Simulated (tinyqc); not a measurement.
Inside a calculation. Model: three-phonon processes in a diatomic chain: dispersion, energy and momentum conservation, and decay channels of optical phonons. Computed by tinyqc, a small Python program that keeps every step. Command: `OMP_NUM_THREADS=1 python tinyqc.py 3120337 3120338 out.jsonl threeph walk`. One thread of a shared host (Intel(R) Xeon(R) Processor @ 2.30GHz), about 0.04 s of CPU time with the checks. Intermediate numbers are printed to about 6 digits and carried at full precision; extremes and crossings named in words are read from the listed rows.

Cell length a, two atoms, one spring constant. x = q a/pi runs from -1 to 1; A and O are the acoustic and optical branches. Matrix elements are not computed: only conservation laws and occupation factors are followed.

Inputs (values chosen for the exercise, for a model chain):
```
quantity                                   value           unit
light mass m                                  31              u
heavy mass M                                 106              u
spring constant k                            4.6  eV/angstrom^2
temperature T                                 50              K
wave number of the decaying phonon q a/pi   0.41              -
```

Constants: nu for 1 eV/(angstrom^2 u) = 15.6333042 THz; h x 1 THz = 4.135667696 meV; k_B = 8.617333262e-05 eV/K.

## Band edges

omega^2 = k (1/m + 1/M) -/+ k sqrt((1/m + 1/M)^2 - 4 sin^2(pi x/2)/(m M)); nu = 15.6333042 THz x sqrt(omega^2) for eV/(angstrom^2 u). Acoustic top sqrt(2 k/M), optical bottom sqrt(2 k/m), optical top sqrt(2 k (1/m + 1/M)).

acoustic top = 4.60566 THz

optical bottom = 8.51655 THz

optical top = 9.68214 THz

optical top over twice the acoustic top = 1.05111

optical bottom over twice the acoustic top = 0.924575

optical width over acoustic top = 0.253076

The zone-centre optical phonon lies above twice the acoustic top (M/m > 3), so its decay into two acoustic phonons is forbidden.

## Dispersion

The formulas are those given above.

Branches:
```
x     nu_A (THz)  nu_O (THz)
0.10     0.63512     9.66128
0.20     1.26268     9.59945
0.35     2.17212     9.43534
0.50     3.01446     9.20091
0.65     3.74594     8.92814
0.80     4.30039     8.67470
0.90     4.52644     8.55892
1.00     4.60566     8.51655
```

## All channels at the given wave number

Processes for O(x): decay O -> A + A and O -> O + A with x = x' + x'' (mod 2), and absorption O + A -> O with x + x' = x'' (mod 2). Roots of the energy mismatch in x' are bracketed on 4001 points from -1 to 1 and refined. A process is umklapp (U) if the sum of wave numbers leaves (-1, 1]. Weight = occupation factor/|d mismatch/dx'|, the factor being 1 + n' + n'' for decay and n' - n'' for absorption. Pairs that differ only by exchanging two acoustic products count once, and the trivial root x' = 0 is left out.

nu_O(x) = 9.34866 THz

Channels:
```
process  x'  x''  nu' (THz)  nu'' (THz)  type  weight (1/THz)
none      -    -          -           -     -               -
```

No three-phonon channel is open for this phonon in the chain; four-phonon processes, or other branches in three dimensions, would set its lifetime.

## Phase space against the mass ratio

Total weight summed over channels and averaged over x = 0.05, 0.15, ..., 0.95, with m and k fixed; share of those x with an open channel.

Optical phonons:
```
M/m  weight, A + A (1/THz)  weight, with O (1/THz)  share open
1.1               0.101454                       0         1.0
1.5               0.273877                       0         1.0
2.0               0.171394                       0         0.8
2.5               0.102394                       0         0.5
2.9               0.079725                       0         0.2
3.3               0.000000                       0         0.0
3.7               0.000000                       0         0.0
4.2               0.000000                       0         0.0
6.0               0.000000                       0         0.0
```

The A + A channel closes between M/m = 2.9 and 3.3 on this grid: energy conservation alone would allow it up to M/m = 4, where the optical bottom passes twice the acoustic top, but momentum must be conserved too. No channel with a second optical phonon opens at any ratio. A large gap that shuts such channels is one reason why crystals with very unequal masses can conduct heat well.

Checks made by the program: band edges against the dispersion (relative difference below 1e-10).
